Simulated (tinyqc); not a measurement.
Diffused layer (Gaussian), carriers, mobility and sheet resistance: two steps of the calculation.

An n-type layer from the surface x = 0 to the junction xj, N(x) = N0 exp(-(x/Ld)^2). Local neutrality (no depletion at surface or junction, no spilling of carriers), intrinsic carriers neglected, full ionisation of active dopants.

Values chosen for this exercise; values close to those of phosphorus in silicon over a p-type background:
```
symbol,value,unit,meaning
T,250,K,temperature
Nb,1.8e17,cm^-3,background doping of the opposite type
N0,2.4e20,cm^-3,peak chemical concentration
m1,69.2,cm^2/(V s),mobility limit at high doping
m2,1420,cm^2/(V s),"mobility limit at low doping, at 300 K"
Nr,9.23e16,cm^-3,reference doping of the mobility law
am,0.694,,exponent of the mobility law
bt,2.1,,temperature exponent of m2
Ns,4.12e20,cm^-3,solubility limit of active dopant
Ld,120,nm,diffusion length 2 sqrt(D t)
```

Constants: q = 1.602176634e-19 C. Results are converted to the units shown.

Question 1. Junction depth and local values. xj = Ld sqrt(ln(N0/Nb)); 15 equal steps from 0 to xj. Active dopant A = min(N, Ns); n = A - Nb; mobility mu = m1 + (m2 (T/300 K)^(-bt) - m1)/(1 + ((A + Nb)/Nr)^am).

Wanted: xj; x; N; A; n; mu.

Answer 1.

xj = 321.9 nm

```
point	x (nm)	N (cm^-3)	A (cm^-3)	n (1e20 cm^-3)	mu (cm^2/(V s))
0	0.0	2.400e20	2.400e20	2.398	77.75
1	21.5	2.324e20	2.324e20	2.323	77.94
2	42.9	2.112e20	2.112e20	2.110	78.54
3	64.4	1.800e20	1.800e20	1.798	79.62
4	85.8	1.439e20	1.439e20	1.437	81.36
5	107.3	1.079e20	1.079e20	1.077	84.03
6	128.8	7.590e19	7.590e19	0.757	88.08
7	150.2	5.008e19	5.008e19	0.499	94.30
8	171.7	3.100e19	3.100e19	0.308	104.0
9	193.1	1.800e19	1.800e19	0.178	119.4
10	214.6	9.803e18	9.803e18	0.096	144.3
11	236.1	5.008e18	5.008e18	0.048	185.0
12	257.5	2.400e18	2.400e18	0.022	250.8
13	279.0	1.079e18	1.079e18	0.009	351.5
14	300.4	4.550e17	4.550e17	0.003	487.5
15	321.9	1.800e17	1.800e17	0.000	632.9
```

The mobility runs from 77.7 to 633 cm^2/(V s).

Question 2. Sheet quantities by the trapezoid rule. Dose = integral of N, carrier sheet density = integral of n, 1/Rs = q integral of n mu, mean mobility 1/(q Rs sheet density), Hall mobility (unit Hall factor) = integral of n mu^2 over integral of n mu, Hall sheet density = (integral of n mu)^2/integral of n mu^2; all from 0 to xj.

```
point	x (nm)	N (cm^-3)	n (1e20 cm^-3)	mu (cm^2/(V s))
0	0.00000	2.4e20	2.3982000	77.746763
1	21.45945	2.3244629e20	2.3226629	77.937590
2	42.91890	2.1118194e20	2.1100194	78.535867
3	64.37835	1.7997563e20	1.7979563	79.624797
4	85.83780	1.4387766e20	1.4369766	81.364257
5	107.29725	1.0789364e20	1.0771364	84.029601
6	128.75670	7.5896377e19	0.7571638	88.082605
7	150.21615	5.0080543e19	0.4990054	94.298166
8	171.67560	3.0998436e19	0.3081844	103.98858
9	193.13505	1.7998375e19	0.1781838	119.39329
10	214.59450	9.8027873e18	0.0962279	144.31842
11	236.05395	5.0082804e18	0.0482828	185.01994
12	257.51340	2.4002167e18	0.0222022	250.75468
13	278.97285	1.0790338e18	0.0089903	351.49493
14	300.43230	4.5503247e17	0.0027503	487.47060
15	321.89175	1.8e17	0.0000000	632.85620
```

Find: dose; carrier sheet density; Rs; mean mobility; Hall mobility; Hall sheet density.

Answer 2.

dose = 2.5519e15 cm^-2
carrier sheet density = 2.5461e15 cm^-2
Rs = 29.364 ohm/square
mean mobility = 83.483 cm^2/(V s)
Hall mobility = 86.713 cm^2/(V s)
Hall sheet density = 2.4513e15 cm^-2

Carriers make up 99.8 % of the dose. A Hall measurement weights the mobile tail, so its sheet density is 3.7 % below the true one.

Computed by the program tinyqc: `OMP_NUM_THREADS=1 python tinyqc.py 2110039 2110040 out.jsonl`, one thread of a shared Intel Xeon 2.30GHz, about 0.01 s for the whole run.
